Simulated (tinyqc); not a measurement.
Deformation-potential model of the X valleys of a conduction band: sweeps and comparisons. A value that a table varies takes the place of the one given here.

Valleys with axes along x, y and z, one whole valley each. Herring-Vogt shift of a valley with unit axis a: dE = Xd tr(e) + Xu a.e.a. Non-degenerate shares n_i = exp(-dE_i/kT)/sum_j exp(-dE_j/kT). Inverse mass tensor of a valley: (1 - a a)/mt + a a/ml; the masses are taken as independent of strain.

s11 = (C11 + C12)/((C11 - C12)(C11 + 2 C12)), s12 = -C12/((C11 - C12)(C11 + 2 C12)), s44 = 1/C44; exx = s11 sxx + s12 (syy + szz) and cyclic, exy = s44 sxy/2; tension is positive. A uniaxial stress X along the unit vector n is s_ij = X n_i n_j.

Constants: kB = 8.617333262e-05 eV/K.

Inputs chosen for the exercise (near those of GaP; the results hold for these values, not for the real material):

| symbol | value | unit | meaning |
|---|---|---|---|
| ml | 2.041 | m0 | longitudinal mass |
| mt | 0.248 | m0 | transverse mass |
| Xd | 1.51 | eV | dilation potential |
| Xu | 6.64 | eV | uniaxial potential |
| C11 | 137.8 | GPa |  |
| C12 | 60.4 | GPa |  |
| C44 | 71.2 | GPa |  |
| load | uniaxial [100] |  | kind of stress |
| T | 200 | K | temperature |
| X1 | 0.6 | GPa | size of the stress |
| X | 1.28 | GPa | stress |

## Sweep of a uniaxial [100] stress

m_c = 1/(u.M.u) along [1-10] with M = sum_i n_i (inverse mass tensor); gain against zero stress at a fixed scattering time.

Results:

| X (GPa) | spread (meV) | lowest edge (meV) | n x | n y | n z | m_c (m0) | gain (%) |
|---|---|---|---|---|---|---|---|
| -1.50 | 128.7 | -107.4 | 0.999 | 0.001 | 0.001 | 0.4421 | -20.7 |
| -0.75 | 64.3 | -53.7 | 0.954 | 0.023 | 0.023 | 0.4345 | -19.3 |
| -0.30 | 25.7 | -21.5 | 0.690 | 0.155 | 0.155 | 0.3944 | -11.1 |
| 0.00 | 0.0 | 0.0 | 0.333 | 0.333 | 0.333 | 0.3507 | 0.0 |
| 0.30 | 25.7 | -4.3 | 0.101 | 0.450 | 0.450 | 0.3271 | 7.2 |
| 0.75 | 64.3 | -10.6 | 0.012 | 0.494 | 0.494 | 0.3189 | 10.0 |
| 1.50 | 128.7 | -21.3 | 0.000 | 0.500 | 0.500 | 0.3178 | 10.3 |

Along [1-10] the gain is -20.7 % at -1.50 GPa and +10.3 % at 1.50 GPa. The slope at zero stress (from +/- 0.001 GPa), +34.4 % per GPa, carried to the ends would give -52 and +52 %; the response falls behind at both ends, as it saturates once the spread passes a few kT (kT = 17.2 meV, spread up to 129 meV).

## Gain for each load and current direction

Each load has the size X1. Gain m_c(0)/m_c - 1 in per cent from repopulation alone, m_c = 1/(u.M.u), M = sum_i n_i (inverse mass tensor); biaxial means sxx = syy.

Gain (%); + is tension, - compression:

| load | [100] | [010] | [001] | [110] | [1-10] | [111] |
|---|---|---|---|---|---|---|
| uniaxial [110] (+) | 22.2 | 22.2 | -44.3 | 22.2 | 22.2 | 0.0 |
| uniaxial [110] (-) | -14.4 | -14.4 | 28.9 | -14.4 | -14.4 | 0.0 |
| uniaxial [100] (+) | 38.4 | -19.2 | -19.2 | 9.6 | 9.6 | 0.0 |
| uniaxial [100] (-) | -71.4 | 35.7 | 35.7 | -17.9 | -17.9 | 0.0 |
| uniaxial [111] (+) | 0.0 | 0.0 | 0.0 | 0.0 | 0.0 | 0.0 |
| uniaxial [111] (-) | 0.0 | 0.0 | 0.0 | 0.0 | 0.0 | 0.0 |
| biaxial (001) (+) | 35.7 | 35.7 | -71.4 | 35.7 | 35.7 | 0.0 |
| biaxial (001) (-) | -19.2 | -19.2 | 38.4 | -19.2 | -19.2 | 0.0 |

The largest gain is +38.4 %, for uniaxial [100] (+) with the current along [100] and biaxial (001) (-) with the current along [001]; for a [110] channel it is +35.7 %, under biaxial (001) (+). No gain or loss appears under uniaxial [111]: the valleys stay equivalent (in real silicon shear also changes the masses, which this model leaves out).

## Temperature and repopulation

The load is fixed; m_c along [1-10] as 1/(u.M.u).

Results:

| T (K) | kT (meV) | n x | n y | n z | m_c (m0) |
|---|---|---|---|---|---|
| 50 | 4.31 | 0.000 | 0.500 | 0.500 | 0.3178 |
| 77 | 6.64 | 0.000 | 0.500 | 0.500 | 0.3178 |
| 150 | 12.93 | 0.000 | 0.500 | 0.500 | 0.3178 |
| 225 | 19.39 | 0.002 | 0.499 | 0.499 | 0.3180 |
| 300 | 25.85 | 0.007 | 0.496 | 0.496 | 0.3184 |
| 400 | 34.47 | 0.020 | 0.490 | 0.490 | 0.3196 |
| 500 | 43.09 | 0.038 | 0.481 | 0.481 | 0.3212 |

The largest share falls from 0.500 at 50 K to 0.481 at 500 K (equal shares: 0.333); m_c goes from 0.3178 to 0.3212, against 0.3507 without stress. Only spread/kT enters, so the small-stress response goes as 1/T.

## What each parameter does

Spread of the valley edges, lowest edge, largest share and m_c along [1-10]. Each row changes one parameter from the base and keeps the others.

Results:

| case | spread (meV) | lowest edge (meV) | largest share | m_c (m0) |
|---|---|---|---|---|
| base | 109.81 | -18.17 | 0.4996 | 0.3179 |
| ml = 2.449 m0 | 109.81 | -18.17 | 0.4996 | 0.3199 |
| mt = 0.298 m0 | 109.81 | -18.17 | 0.4996 | 0.3790 |
| Xd = 1.208 eV | 109.81 | -19.67 | 0.4996 | 0.3179 |
| Xu = 5.312 eV | 87.85 | -13.04 | 0.4985 | 0.3181 |
| C11 = 165.36 GPa | 80.98 | -10.34 | 0.4977 | 0.3182 |
| C12 = 72.48 GPa | 130.12 | -26.52 | 0.4999 | 0.3178 |
| C44 = 85.44 GPa | 109.81 | -18.17 | 0.4996 | 0.3179 |
| X = 1.024 GPa | 87.85 | -14.54 | 0.4985 | 0.3181 |
| T = 240 K | 109.81 | -18.17 | 0.4988 | 0.3180 |

The largest shifts from the base row, up to three for each result and ties (the steps differ in size, so this ranks the rows, not the parameters). spread (meV): C11 -28.83, Xu -21.96, X -21.96; unchanged at the printed digits by ml, mt, Xd, C44 and T. lowest edge (meV): C12 -8.34, C11 +7.84, Xu +5.13; unchanged at the printed digits by ml, mt, C44 and T. largest share: C11 -0.0018, Xu -0.0011, X -0.0011; unchanged at the printed digits by ml, mt, Xd and C44. m_c (m0): mt +0.0611, ml +0.0021, C11 +0.0003; unchanged at the printed digits by Xd and C44. Xd moves all valleys together, so it shifts the edge and nothing else.

Program tinyqc; command `OMP_NUM_THREADS=1 python tinyqc.py 1080398 1080399 out.jsonl`; about 0.02 s on one thread of a shared Intel(R) Xeon(R) Processor @ 2.30GHz.
